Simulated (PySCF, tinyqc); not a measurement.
RHF in the sto-3g basis, for H3+, spin multiplicity 1, step by step. The lowest restricted solution is unstable here: a spin-polarised one lies 0.0089 hartree lower (PySCF). One step of it, computed by the program tinyqc.

Question. Iteration 3: DIIS coefficients. Solve [B -1; -1 0][c; lambda] = [0; -1] for the coefficients, which sum to one.

B (overlaps of the stored error matrices):
$$\begin{pmatrix}
1.3250920e-01 & 3.8874683e-02 & 7.7019139e-03 \\
3.8874683e-02 & 1.1404800e-02 & 2.2595371e-03 \\
7.7019139e-03 & 2.2595371e-03 & 4.4766308e-04
\end{pmatrix}$$

Give: DIIS coefficients.

Answer.

DIIS coefficients: [-0.1818, 0.4806, 0.7011]
